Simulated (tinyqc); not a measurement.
# Implanted layer, carriers, mobility and sheet resistance: what changes with what

A p-type layer from the surface x = 0 to the junction xj, N(x) = N0 exp(-(x - Rp)^2/(2 sg^2)). Local neutrality (no depletion at surface or junction, no spilling of carriers), intrinsic carriers neglected, full ionisation of active dopants.

Values chosen for this exercise; values close to those of boron in silicon over an n-type background:
- T = 250 K (temperature)
- Nb = 1.3e14 cm^-3 (background doping of the opposite type)
- N0 = 3.7e19 cm^-3 (peak chemical concentration)
- m1 = 45.1 cm^2/(V s) (mobility limit at high doping)
- m2 = 466 cm^2/(V s) (mobility limit at low doping, at 300 K)
- Nr = 2.27e17 cm^-3 (reference doping of the mobility law)
- am = 0.746 (exponent of the mobility law)
- bt = 1.8 (temperature exponent of m2)
- Ns = 2.04e20 cm^-3 (solubility limit of active dopant)
- sg = 130 nm (straggle after annealing)
- Rp = 190 nm (projected range)

Constants: q = 1.602176634e-19 C. Results are converted to the units shown.

Each table varies one quantity; the others keep the values above.

## Effect of the peak chemical concentration

xj = Rp + sg sqrt(2 ln(N0/Nb)). Active dopant A = min(N, Ns); p = A - Nb; mobility mu = m1 + (m2 (T/300 K)^(-bt) - m1)/(1 + ((A + Nb)/Nr)^am). Dose = integral of N, carrier sheet density = integral of p, 1/Rs = q integral of p mu, mean mobility 1/(q Rs sheet density), Hall mobility (unit Hall factor) = integral of p mu^2 over integral of p mu, Hall sheet density = (integral of p mu)^2/integral of p mu^2; all from 0 to xj. Integrals on 4000 steps.

Effect of the peak chemical concentration:
```
N0 (cm^-3),xj (nm),dose (cm^-2),carriers (cm^-2),Rs (ohm/square),mean mobility (cm^2/(V s)),Rs xj (ohm nm),Hall/true sheet density
2.7e17,698.1,8.165e12,8.156e12,2082,367.6,1.453e6,0.9808
7.3e17,730.2,2.208e13,2.207e13,1079,262.2,7.878e5,0.9564
2e18,760.9,6.048e13,6.047e13,591.1,174.6,4.497e5,0.9234
5.4e18,789.5,1.633e14,1.633e14,327.8,116.6,2.588e5,0.8987
1.5e19,817.7,4.536e14,4.536e14,168.4,81.71,1.377e5,0.8998
4e19,843.5,1.210e15,1.210e15,80.97,63.72,6.830e4,0.9256
1.1e20,869.2,3.327e15,3.327e15,34.63,54.18,3.010e4,0.9580
2.9e20,892.9,8.770e15,7.564e15,16.44,50.19,1.468e4,0.9780
8e20,916.9,2.419e16,9.541e15,13.18,49.63,1.209e4,0.9834
```

What does the comparison show?

As N0 goes from 2.7e17 to 8e20, xj rises from 698 to 917 nm, Rs falls from 2080 to 13.2 ohm/square, the mean mobility falls from 368 to 49.6 cm^2/(V s) and the share of the dose that conducts goes from 99.9 through a maximum of 100 (at N0 = 4e19 and 1.1e20 among the rows listed) to 39.4 %. Rs goes as dose^(-0.66) at the low end and dose^(-0.22) at the high end; constant mobility and activation would give -1. Above N0 = Ns = 2.04e20 cm^-3 added dopant only widens the clipped top.

## Effect of the background doping of the opposite type

Same model as above.

Integrals on 4000 steps.

Effect of the background doping of the opposite type:
```
Nb (cm^-3),xj (nm),dose (cm^-2),carriers (cm^-2),Rs (ohm/square),mean mobility (cm^2/(V s)),Rs xj (ohm nm),Hall/true sheet density
1e14,848.3,1.119e15,1.119e15,86.12,64.77,7.306e4,0.9230
4.6e14,807.9,1.119e15,1.119e15,86.13,64.76,6.959e4,0.9234
2.2e15,763.5,1.119e15,1.119e15,86.17,64.74,6.579e4,0.9251
1e16,717.0,1.119e15,1.118e15,86.31,64.67,6.188e4,0.9302
4.6e16,665.5,1.119e15,1.116e15,86.80,64.44,5.777e4,0.9431
2.1e17,608.1,1.118e15,1.105e15,88.44,63.84,5.378e4,0.9645
1e18,539.4,1.115e15,1.061e15,94.21,62.46,5.081e4,0.9858
4.6e18,455.5,1.094e15,8.846e14,118.0,59.79,5.375e4,0.9969
```

Read the table: what changes, and by how much?

As Nb goes from 1e14 to 4.6e18, xj falls from 848 to 455 nm, Rs rises from 86.1 to 118 ohm/square, the mean mobility falls from 64.8 to 59.8 cm^2/(V s) and the share of the dose that conducts falls from 100 to 80.9 %.

Numbers from tinyqc (`OMP_NUM_THREADS=1 python tinyqc.py 2110005 2110006 out.jsonl`; about 0.01 s on one thread of a shared Intel Xeon 2.30GHz).
